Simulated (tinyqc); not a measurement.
Strain as a design knob: strained quantum well: band edges, subbands and transparency.

Growth on (001), barriers unstrained: tr(e) = e (2 - nu2), Z = b e (1 + nu2); Ec = Ev + Eg + ac tr(e), E_HH = Ev + av tr(e) + Z, E_LH = Ev + av tr(e) - Z (coupling to the split-off band left out).

Masses along z: me, 1/(g1 - 2 g2) for HH, 1/(g1 + 2 g2) for LH, likewise in the barrier; in the plane me, 1/(g1 + g2) for HH and 1/(g1 - g2) for LH (no mixing, which understates the hole masses away from k = 0). Level n solves k L + 2 atan[(k/m)/(kappa/mb)] = n pi, k = sqrt(m E/c), kappa = sqrt(mb (V - E)/c), c = hbar^2/2m0.

Transparency (Bernard-Duraffourg): Fc - Fv equals the lowest transition energy with n = p, n = sum m/(2 pi c) kB T ln(1 + exp((Fc - E)/kB T)) and p likewise over the listed subbands; c = hbar^2/2m0, 1/angstrom^2 = 1e16/cm^2.

Constants: hbar^2/2m0 = 3.80998211 eV angstrom^2; kB = 8.617333262e-05 eV/K; hc = 1239.841984 eV nm.

Values chosen for the exercise (near those of an InGaAs/InP well; the results hold for these values, not for the real material): nu2 = 0.994 (2 C12/C11); Eg = 0.746 eV (unstrained gap of the well); Ev = -0.598 eV (its valence edge); ac = -6.1 eV; av = 1.08 eV (Ev moves by av tr(e)); b = -1.9 eV (shear potential); Egb = 1.345 eV (gap of the barrier); Evb = -0.94 eV (its valence edge); L = 74 angstrom (well width); me = 0.0438 m0 (electron mass); g1 = 13.62 (gamma1); g2 = 5.34 (gamma2); meb = 0.08 m0; g1b = 5.08; g2b = 1.6; T = 300 K (temperature); es = (-0.02, -0.014, -0.008, -0.003, 0, 0.003, 0.007, 0.012) (strains).

Only the strain is changed; the unstrained gap and the masses are kept.

Results:
```
e (%)  wavelength (nm)  top hole  hh1 - lh1 (meV)  n_tr (1e12/cm^2)  share in top
-2.0              1421       hh1              187             0.400          0.80
-1.4              1448       hh1              144             0.405          0.79
-0.8              1476       hh1              101             0.411          0.76
-0.3              1501       hh1               64             0.435          0.67
0.0               1517       hh1               43             0.470          0.56
0.3               1534       hh1               21             0.532          0.42
0.7               1573       lh1               -8             0.604          0.71
1.2               1683       lh1              -44             0.548          0.90
```

n_tr is largest at e = +0.7 % (0.60), where hh1 - lh1 = -8 meV and the top subband holds 71 % of the holes, and smallest, 0.40, at -2.0 and -1.4 %. The top hole level turns from hh to lh, and the light from TE to TM, between +0.3 and +0.7 %. The wavelength runs from 1421 to 1683 nm.

(tinyqc, `OMP_NUM_THREADS=1 python tinyqc.py 1250135 1250136 out.jsonl`, Intel(R) Xeon(R) Processor @ 2.30GHz, 1 thread, shared host, about 0.01 s.)
